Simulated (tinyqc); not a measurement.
## Threshold spread from leakage statistics

Problem. VT is Gaussian with standard deviation s and Ioff goes as exp(-VT/(n Vt)), so Ioff is log-normal: mean/median = exp(w^2/2) with w = s/(n Vt). Find w, s, the relative standard deviation sqrt(exp(w^2) - 1) and the share of devices that leak more than the mean, erfc(w/(2 sqrt(2)))/2.

Parameters, values chosen for the exercise: temperature T = 250 K; subthreshold factor n = 1.24.

Constants: q = 1.602176634e-19 C, kB = 1.380649e-23 J/K, Vt = kB T/q. Results are converted to the units shown.

mean/median of the off current = 1.6615882

Answer. w = sqrt(2 ln(mean/median)); the mean lies w/2 standard deviations out in ln Ioff.

w = 1.01
s = 26.9 mV
relative standard deviation = 1.33
share above the mean = 30.7 %

tinyqc, about 0.01 s, one thread, Intel Xeon 2.30GHz (shared host): `OMP_NUM_THREADS=1 python tinyqc.py 2090077 2090078 out.jsonl`
